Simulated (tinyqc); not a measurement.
Junction parameters from two forward currents.

Inverse problem. D(v) = J1 (exp(v/Vt) - 1) + J2 (exp(v/(2 Vt)) - 1). Find J1, J2 and the voltage 2 Vt ln(J2/J1) near which both parts are equal.

Parameters, values chosen for the exercise:
```
symbol,value,unit,meaning
T,358,K,temperature
```

Constants: q = 1.602176634e-19 C, kB = 1.380649e-23 J/K, Vt = kB T/q. Results are converted to the units shown.

junction voltages (V): 0.32  0.61
currents (uA/um): 1.5735691e-6  4.9199520e-4

Solution. The current is linear in J1 and J2, so two points give two equations.

J1 = 8.30e-13 uA/um
J2 = 8.70e-9 uA/um
crossover = 0.571 V

Computed by the program tinyqc: `OMP_NUM_THREADS=1 python tinyqc.py 2182008 2182009 out.jsonl`, one thread of a shared Intel Xeon 2.30GHz, about 0.2 s for the whole run.
